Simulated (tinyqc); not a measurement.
Schottky barrier with interface states (Cowley-Sze model), image lowering and contact resistance: one step, computed by the program tinyqc. Command: `OMP_NUM_THREADS=1 python tinyqc.py 3018519 3018520 out.jsonl pinning walk`. One thread of a shared host (Intel(R) Xeon(R) Processor @ 2.30GHz), about 0.01 s of CPU time with the checks.

An n-type semiconductor under a metal. The barrier lies between the Schottky-Mott limit phi_M - chi and the Bardeen limit E_g - E_n, E_n being the neutrality level of the interface states; the space-charge term of the full Cowley-Sze expression is left out.

Question. Tunnelling scale and contact resistivity. A* = 4 pi e m_e M_c k_B^2/h^3 (a simple valley count); J_s = A* T^2 exp(-phi/k_B T). E_00 = (e hbar/2) sqrt(N/(m_e eps_s eps_0)), E_0 = E_00 coth(E_00/k_B T); scaling form of the contact resistivity rho_c = (k_B/(e A* T)) exp(phi_B/E_0), which is the thermionic result when E_00 << k_B T and keeps only the leading exponential of tunnelling when E_00 >> k_B T; image lowering is left out of it.

Inputs (values chosen for the exercise, with gap, mass and screening modelled on germanium): dielectric constant eps_s = 16.1; electron mass m_e = 0.225 m_0; valleys M_c = 4; donor density N = 3e+18 cm^-3; temperature T = 425 K.

Pinning factor from: interface states.

barrier phi_B = 0.4778055 eV

Constants: k_B = 8.617333262e-05 eV/K; hbar = 1.054571817e-34 J s; m_0 = 9.1093837015e-31 kg; eps_0 = 8.8541878128e-12 F/m; e = 1.602176634e-19 C; k_B = 1.380649e-23 J/K; h = 6.62607015e-34 J s.

Give: E_00; E_00/k_B T; E_0; contact resistivity rho_c.

Answer.

E_00 = 0.01690 eV

E_00/k_B T = 0.4613

E_0 = 0.03919 eV

contact resistivity rho_c = 3.702e-04 ohm cm^2

With the usual bounds 0.5 and 5 on E_00/k_B T the regime is thermionic emission.
